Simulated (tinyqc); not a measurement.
Solid solubility of a dopant against its melt (retrograde solidus), clustering and the electrically active fraction: one step, computed by the program tinyqc. Command: `OMP_NUM_THREADS=1 python tinyqc.py 3002056 3002057 out.jsonl retro walk`. One thread of a shared host (Intel(R) Xeon(R) Processor @ 2.30GHz), about 0.01 s of CPU time with the checks.

Problem. Active fraction after the anneal. A highly soluble donor (another dopant than that of the solidus) is limited by clustering. Donors N_a are active, and clusters hold m atoms each: N_t = N_a + m C, m C = N* (N_a/N*)^m, with N*(T) = N*(1273 K) exp[-(E_b/k_B)(1/T - 1/1273)]. Resistivity = 1/(e mu N_a).

Inputs (values chosen for the exercise, for a model dopant):
```
quantity                                      value        unit
total dopant density N_t                    1.9e+21      1/cm^3
atoms per cluster m                               3           -
cluster scale N* at 1273 K                  5.5e+20      1/cm^3
activation energy E_b of the cluster scale     0.49          eV
anneal temperature T_a                         1225           K
mobility mu                                      40  cm^2/(V s)
```

Clustering: clusters of m atoms, electrons left out.

Constants: k_B = 8.617333262e-05 eV/K; e = 1.602176634e-19 C.

Give: N*(T_a); active density N_a; active fraction; resistivity.

Solution.

N*(T_a) = 4.617e+20 1/cm^3

active density N_a = 6.444e+20 1/cm^3

active fraction = 0.3392

resistivity = 0.2421 milliohm cm

Doubling the dose would raise N_a by only 33 %. Caution: this clustering law is a generic form; degeneracy and a doping-dependent mobility are left out.
